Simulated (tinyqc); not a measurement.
Inside a calculation: defect, radiative and Auger recombination at equal electron and hole densities (ABC model). Values are carried at full precision from step to step, so a last printed digit may differ when a step is redone from the rounded ones.

J/(e d) = Ae n + B n^2 + C n^3 with Ae = A + 4 S/w (four side walls, carriers spread evenly), e = 1.602176634e-19 C, lengths in cm; internal efficiency IQE = B n^2/(Ae n + B n^2 + C n^3); all injected carriers recombine in the layer.

Parameters, chosen for this exercise (orders of magnitude like those quoted for GaN; the results hold for these values, not for the real material): A = 2400000 1/s (defect rate); B = 1.4e-12 cm^3/s (radiative coefficient); C = 8.9e-32 cm^6/s (Auger coefficient); S = 0 cm/s (recombination velocity of the side walls); w = 7 micrometre (side of the square mesa); d = 2 nm (active thickness); J = 1.5 A/cm^2 (current density); ex = 0.27 (extraction efficiency); Eph = 2.77 eV (photon energy).

## The efficiency peak

IQE peaks at n_p = sqrt(Ae/C); with Q = B/sqrt(Ae C), IQE_max = Q/(Q + 2).

Ae = 2.400e+06 1/s
n_p = 5.193e+18 1/cm^3
Q = 3.029
IQE_max = 0.602
J at the peak = 2.01 A/cm^2

The side walls are taken as passivated.

## Carrier density at the given current

G = J/(e d). Newton steps from the smallest of G/Ae, sqrt(G/B) and (G/C)^(1/3); stop when the relative step is below 1e-9.

G = 4.681e+25 1/(cm^3 s)

Newton steps:

| step | n (1/cm^3) | rate/G | relative step |
|---|---|---|---|
| 1 | 5.7824e+18 | 1.66406 | -0.20 |
| 2 | 4.6528e+18 | 1.07751 | -0.037 |
| 3 | 4.4817e+18 | 1.00164 | -0.00084 |
| 4 | 4.4779e+18 | 1.00000 | -4.1e-07 |
| 5 | 4.4779e+18 | 1.00000 | -9.6e-14 |

n = 4.478e+18 1/cm^3

The start is an upper bound and the function is convex, so the steps fall monotonically; 5 are needed.

## Shares, lifetimes and light

Shares of the three paths; lifetime n/G = 1/(Ae + B n + C n^2); differential lifetime 1/(Ae + 2 B n + 3 C n^2) and bandwidth 1/(2 pi tau_d); optical power density ex IQE J Eph/e.

shares: defect 0.2296, radiative 0.5997, Auger 0.1707

lifetime = 95.7 ns
differential lifetime = 49.3 ns
bandwidth = 3.23 MHz
optical power density = 0.673 W/cm^2

The radiative path is the largest; the device runs below its efficiency peak, where the defect and Auger shares are equal.

## Checks

- Density from Newton steps against bisection (1/cm^3): both 4.4779e+18.

Computed by tinyqc, a small Python program: `OMP_NUM_THREADS=1 python tinyqc.py 1650557 1650558 out.jsonl` (the numbers bound the seed that draws the inputs); one thread of a shared host (Intel(R) Xeon(R) Processor @ 2.30GHz), about 0.01 s for the whole set of steps.
